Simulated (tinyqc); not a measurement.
# Surface potential of a MOS transistor: implicit equation and explicit approximations: what changes with what

p-type body, charge-sheet picture, depletion and inversion only, full ionisation (an idealisation for deep acceptors), Boltzmann statistics (rough once Na exp(x - xn) passes about Nc/7). In units of Vt: xg = (Vg - Vfb)/Vt, x = psi/Vt, G = gamma/sqrt(Vt), xn = (2 phiF + Vc)/Vt. The implicit equation is (xg - x)^2 = G^2 [x - 1 + exp(x - xn)] for x above about 3. Cox = eps0 eox/tox.

Inputs (values chosen for the exercise); band and dielectric values close to those of silicon:
- T = 300 K (temperature)
- Eg = 1.1 eV (band gap)
- eps_r = 11.9 (relative permittivity)
- Nc = 2.81e19 cm^-3 (conduction-band density of states at T)
- Nv = 2.63e19 cm^-3 (valence-band density of states at T)
- eox = 3.9 (relative permittivity of the gate insulator (close to silicon dioxide))
- tox = 1.8 nm (insulator thickness)
- Na = 2e17 cm^-3 (acceptor density)
- Vfb = -0.7 V (flat-band voltage)
- Vc = 0.2 V (channel-body voltage)
- Vg = 1.25 V (gate-body voltage)

Constants: q = 1.602176634e-19 C, kB = 1.380649e-23 J/K, Vt = kB T/q, eps0 = 8.8541878128e-14 F/cm where lengths are in cm. Results are converted to the units shown.

Each table varies one quantity; the others keep the values above.

## Accuracy of the approximations against gate voltage

ni = sqrt(Nc Nv) exp(-Eg/(2 Vt)), Eg in volts; phiF = Vt ln(Na/ni); gamma = sqrt(2 q eps0 eps_r Na)/Cox; VT = Vfb + Vt (xn + G sqrt(xn - 1)). Depletion value a = 1 + [sqrt(G^2/4 + xg - 1) - G/2]^2; inversion value b = xn + ln[(xg - xn)^2/G^2 - xn + 1] and first guess y = min(a, b) - ln(1 + exp(-|a - b|)) if a > xn + 1, else b = y = a; one second-order correction with D = exp(y - xn), p = 2 (xg - y) + G^2 (1 + D), w = (xg - y)^2 - G^2 (y - 1 + D): z = y + 2 w/(p + sqrt(p^2 - 2 (2 - G^2 D) w)), or the Newton step z = y + w/p where the root is not real. N_inv = (Cox Vt G/q) [sqrt(x - 1 + exp(x - xn)) - sqrt(x - 1)] at the root. Lambert form (Cox m Vt/q) W0[(G/(2 m sqrt(xn - 1))) exp((Vg - VT)/(m Vt))], m = 1 + G/(2 sqrt(xn - 1)). Errors under 1e-4 mV, and the linear form below VT, are printed as 0.

Results:
```
Vg (V)  psi (V)    x - xn  error of y (mV)  error of z (mV)  N_inv (cm^-2)  Cox (Vg - VT)/q (cm^-2)  Lambert form (cm^-2)
0.08    0.67119   -14.499                0                0          13170                        0                9441.4
0.28    0.85654   -7.3295          1.17e-3                0       1.5087e7                        0              1.3296e7
0.48     1.0420  -0.15643             1.38                0      1.7690e10                        0             1.7747e10
0.88     1.1911    5.6123             18.6            -5.21      2.9057e12                4.7555e12             3.1017e12
1.08     1.2128    6.4496             14.2            -1.30      5.0250e12                7.1503e12             5.3184e12
1.28     1.2281    7.0435             11.7           -0.612      7.2246e12                9.5450e12             7.5954e12
1.48     1.2400    7.5043             9.98           -0.350      9.4679e12                1.1940e13             9.9026e12
1.68     1.2498    7.8807             8.75           -0.223      1.1739e13                1.4335e13             1.2228e13
```

Estimate the missing row, Vg = 0.68 V.

Computed row:
```
Vg (V)  psi (V)  x - xn  error of y (mV)  error of z (mV)  N_inv (cm^-2)  Cox (Vg - VT)/q (cm^-2)  Lambert form (cm^-2)
0.68     1.1537  4.1644             25.1             7.79      9.8742e11                2.3608e12             1.0612e12
```

With this row back in the table: psi rises from 0.671 to 1.25 V and ends 7.9 Vt above 2 phiF + Vc. Among the rows the first guess is off by at most 25 mV (at Vg = 0.68 V) and the corrected value by at most 7.8 mV. In the last row the linear form is 22 % above N_inv and the Lambert form 4.2 % above it; in the first row the Lambert form is 28 % below it. For Vg = 0.68, 0.88, 1.08, 1.28, 1.48, 1.68 the electron quasi-Fermi level lies less than 2 Vt below the band edge at the surface, or above it, where degeneracy and confinement, left out, matter.

## Effect of the acceptor density at fixed gate voltage

Same model as above.

Vfb is held fixed.

Effect of the acceptor density at fixed gate voltage:
```
Na (cm^-3)  psi (V)  x - xn  error of y (mV)  error of z (mV)  N_inv (cm^-2)  Cox (Vg - VT)/q (cm^-2)  Lambert form (cm^-2)
6.7e15        1.145   10.62             15.2            -1.84       9.327e12                 1.265e13              1.021e13
1.5e16        1.164   9.759             14.4            -1.45       8.933e12                 1.201e13              9.683e12
3.2e16        1.183   8.951             13.7            -1.16       8.490e12                 1.133e13              9.122e12
7e16          1.201   8.111             12.9           -0.914       7.923e12                 1.053e13              8.435e12
1.5e17        1.219   7.282             12.2           -0.729       7.213e12                 9.594e12              7.614e12
3.3e17        1.237   6.400             11.6           -0.601       6.240e12                 8.383e12              6.531e12
7.3e17        1.254   5.449             11.5           -0.563       4.902e12                 6.792e12              5.091e12
1.6e18        1.265   4.325             12.7           -0.785       3.090e12                 4.665e12              3.187e12
```

As Na goes from 6.7e15 to 1.6e18, psi rises from 1.14 to 1.27 V, x - xn falls from 10.6 to 4.33 and N_inv falls from 9.33e12 to 3.09e12 cm^-2. The Lambert form lies between 1.03 and 1.09 times N_inv. In every row the electron quasi-Fermi level lies less than 2 Vt below the band edge at the surface, or above it, where degeneracy and confinement, left out, matter.

Program tinyqc, `OMP_NUM_THREADS=1 python tinyqc.py 2122234 2122235 out.jsonl`; Intel Xeon 2.30GHz, shared host, one thread, about 0.01 s.
